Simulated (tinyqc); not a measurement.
# Metal-interlayer-semiconductor contact, depinning against tunnelling resistance: contact resistivity against the interlayer thickness

Zero bias, n-type semiconductor. Gap states at the semiconductor surface thin out as exp(-be ti), which unpins the barrier; electrons must then cross the interlayer (a rectangular barrier, no voltage drop across it) and the parabolic depleted layer, both by WKB. Energies E are counted from the Fermi level; no image force, parabolic bands.

S = 1/(1 + (1/S0 - 1) exp(-be ti)); phiB = S (phiM - chi) + (1 - S)(Eg - E0); xi = Ec - EF deep inside, from Nd = Nc F(-xi/Vt), F(x) = (2/sqrt(pi)) int_0^infinity sqrt(u) du/(1 + exp(u - x)); band bending U = phiB - xi; E00 = (hbar/2) sqrt(Nd/(eps0 eps_r mt m0)) in volts; A = 4 pi q mA m0 kB^2/h^3. With U = phiB - xi: for xi < E < phiB, y = (E - xi)/U and G1 = (U/E00) [sqrt(1 - y) - y ln((1 + sqrt(1 - y))/sqrt(y))], G1 = 0 above phiB; G2 = 2 ti sqrt(mi max(phiB + dE - E, 0)/C), C = hbar^2/(2 m0); f = 1/(1 + exp(E/Vt)); 1/rho_c = (A T^2/Vt^2) times the integral of exp(-G1 - G2) f over E from xi upwards. Shares under 0.001 % are printed as 0; rows without band bending are left out.

Parameters, values chosen for the exercise; semiconductor values close to those of gallium arsenide; interlayer mass of the order of that in lanthanum oxide, offset chosen freely:
- T = 300 K (temperature)
- Eg = 1.43 eV (band gap)
- eps_r = 13 (relative permittivity)
- chi = 3.95 eV (electron affinity)
- Nc = 4.4e17 cm^-3 (conduction-band density of states at T)
- mt = 0.0652 m0 (tunnelling mass in the semiconductor)
- mA = 0.0668 m0 (Richardson mass)
- Nd = 3.7e18 cm^-3 (donor density)
- E0 = 0.48 eV (charge-neutrality level above the valence band)
- S0 = 0.1 (pinning factor without interlayer)
- phiM = 4.23 eV (metal work function)
- dE = 2.07 eV (conduction-band offset of the interlayer above the semiconductor)
- mi = 0.29 m0 (tunnelling mass in the interlayer)
- be = 4.1 1/nm (decay constant of gap states through the interlayer)

Constants: q = 1.602176634e-19 C, kB = 1.380649e-23 J/K, eps0 = 8.8541878128e-12 F/m, hbar = 1.054571817e-34 J s, h = 6.62607015e-34 J s, m0 = 9.1093837015e-31 kg, Vt = kB T/q, hbar^2/(2 m0) = 0.0380998212 eV nm^2. Results are converted to the units shown.

The same in every row: E00/Vt = 1.50.

Contact resistivity against the interlayer thickness:
```
ti (nm),S,phiB (eV),rho_c (ohm cm^2),rho_c with G2 = 0 (ohm cm^2),peak of the integrand (eV),share above phiB (%)
0,0.100,0.883,0.579,0.579,0.0799,0
0.3,0.275,0.765,0.656,0.0428,0.0710,0
0.6,0.565,0.571,0.123,6.20e-4,0.0547,0
0.9,0.816,0.403,0.0394,1.77e-5,0.0409,0.0155
1.2,0.938,0.321,0.0839,3.36e-6,0.0345,0.0728
1.5,0.981,0.293,0.557,1.90e-6,0.0330,0.138
1.8,0.994,0.284,5.64,1.59e-6,0.0336,0.185
2.1,0.998,0.281,65.3,1.51e-6,0.0348,0.222
2.4,1.00,0.280,787,1.49e-6,0.0363,0.259
```

As ti goes from 0 to 2.4, phiB falls from 0.883 to 0.280 eV and rho_c moves up and down between 0.0394 and 787 ohm cm^2. At ti = 0.9 nm rho_c is 14.7 times lower than without interlayer, although thinner layers first raise it; beyond that thickness tunnelling through the layer dominates. The ratio of rho_c to its value with G2 = 0 runs from 1.00 to 5.29e8.

tinyqc, about 0.03 s, one thread, Intel Xeon 2.30GHz (shared host): `OMP_NUM_THREADS=1 python tinyqc.py 2270120 2270121 out.jsonl`
